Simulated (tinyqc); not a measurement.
Length offset and series resistance from crossing lines.

Problem. R_total = Rs + k (L - dL)/Vo with constant Rs, dL and k. Find k, dL and Rs.

R_total at (L, Vo) = (60, 0.41), (180, 0.41), (60, 0.8) and (180, 0.8), L in nm and Vo in V (ohm um): [856.46341, 2173.5366, 629.06250, 1304.0625]

Answer. At each overdrive R is a straight line in L with slope k/Vo; the two lines cross at L = dL, R = Rs.

k = 4.500 ohm um V/nm
dL = 17.50 nm
Rs = 390.0 ohm um

tinyqc, about 0.04 s, one thread, Intel Xeon 2.30GHz (shared host): `OMP_NUM_THREADS=1 python tinyqc.py 2282162 2282163 out.jsonl`
